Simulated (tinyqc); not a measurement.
Gas flow in a process chamber: flow regimes, conductance, effective pumping speed, pump-down, outgassing and purge: one step, computed by the program tinyqc.

Ideal gas, isothermal flow, a pump of constant speed at the end of a round pipe; process gas, volume gas and outgassing are given the same properties. 1 sccm = 101325 Pa x 1e-6 m^3/60 s x T/273.15 K.

Problem. Molecular flow. Mean speed c = sqrt(8 k_B T/(pi m)); aperture conductance C_a = c pi d^2/16; molecular pipe C_m = C_a/(1 + 3 l/(4 d)) (Dushman form); viscous pipe C_v = pi d^4 p_mean/(128 eta l); Knudsen interpolation C = C_v + C_m (1 + x)/(1 + 1.24 x), x = d p_mean sqrt(m/(k_B T))/eta. Effective speed 1/S_eff = 1/S + 1/C_m; time constant V/S_eff; pressure at which the free path k_B T/(sqrt2 pi d_m^2 p) equals d.

Inputs (values chosen for the exercise, modelled on nitrogen near room temperature):
```
quantity            value   unit
molar mass M        28.01  g/mol
molecular diameter   0.37     nm
temperature T         293      K
chamber volume V       11      L
pipe diameter d        16     cm
pipe length l         110     cm
pump speed S          420    L/s
```

Constants: k_B = 1.380649e-23 J/K; u = 1.6605390666e-27 kg.

Give: mean speed c; C_a; C_m; S_eff in molecular flow; time constant; pressure where the free path equals d.

Solution.

mean speed c = 470.6 m/s

C_a = 2366 L/s

C_m = 384.3 L/s

S_eff in molecular flow = 200.7 L/s

time constant = 0.05482 s

pressure where the free path equals d = 0.04157 Pa

The pipe passes on 48 % of the pump speed.
